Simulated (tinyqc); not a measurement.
UHF in the 6-311g basis, for He, spin multiplicity 1, step by step. One step of it, computed by the program tinyqc.

Problem. Iteration 1: building the Fock matrix. J_ij = sum D_kl (ij|kl) with D = D(alpha) + D(beta), K_ij = sum D_kl (ik|jl) for each spin; F = H + J - K(s); E = tr D H + tr D J / 2 - 0.5 sum_s tr D(s) K(s) + E_nn.

D(alpha) at the start, order 1He 1s, 1He 2s, 1He 3s:
```
[[0.056669, 0.048249, 0.169663],
 [0.048249, 0.041079, 0.144452],
 [0.169663, 0.144452, 0.507954]]
```

D(beta) at the start, order 1He 1s, 1He 2s, 1He 3s:
```
[[0.146047, 0.356121, -0.152113],
 [0.356121, 0.868364, -0.370912],
 [-0.152113, -0.370912, 0.158430]]
```

core Hamiltonian H = T + V (hartree), order 1He 1s, 1He 2s, 1He 3s:
```
[[-0.449189, -2.025351, -1.309466],
 [-2.025351, -1.672714, -1.363028],
 [-1.309466, -1.363028, -1.211479]]
```

Two-electron integrals (ij|kl) in chemists' order, unique and non-zero (hartree):
```
(11|11) 2.395117   (21|11) 1.347337   (21|21) 0.798707   (22|11) 1.358411
(22|21) 0.863847   (22|22) 1.054927   (31|11) 0.614121   (31|21) 0.368625
(31|22) 0.406802   (31|31) 0.170715   (32|11) 0.842709   (32|21) 0.547009
(32|22) 0.700418   (32|31) 0.259418   (32|32) 0.476676   (33|11) 0.767030
(33|21) 0.510236   (33|22) 0.697580   (33|31) 0.244176   (33|32) 0.494732
(33|33) 0.558022
```

nuclear repulsion = 0 hartree

Give: Coulomb J; exchange K(alpha); exchange K(beta); F(alpha); F(beta); total energy of this density.

Solution.

Coulomb J (hartree), order 1He 1s, 1He 2s, 1He 3s:
```
[[2.9616, 1.8099, 0.8438],
 [1.8099, 2.0953, 1.3731],
 [0.8438, 1.3731, 1.3589]]
```

exchange K(alpha) (hartree), order 1He 1s, 1He 2s, 1He 3s:
```
[[0.7002, 0.6910, 0.5100],
 [0.6910, 0.8021, 0.6472],
 [0.5100, 0.6472, 0.5635]]
```

exchange K(beta) (hartree), order 1He 1s, 1He 2s, 1He 3s:
```
[[1.5698, 1.2182, 0.6066],
 [1.2182, 1.0375, 0.5275],
 [0.6066, 0.5275, 0.2707]]
```

F(alpha) (hartree), order 1He 1s, 1He 2s, 1He 3s:
```
[[1.8122, -0.9064, -0.9757],
 [-0.9064, -0.3795, -0.6371],
 [-0.9757, -0.6371, -0.4161]]
```

F(beta) (hartree), order 1He 1s, 1He 2s, 1He 3s:
```
[[0.9426, -1.4336, -1.0723],
 [-1.4336, -0.6149, -0.5174],
 [-1.0723, -0.5174, -0.1233]]
```

total energy of this density = -2.469970 hartree
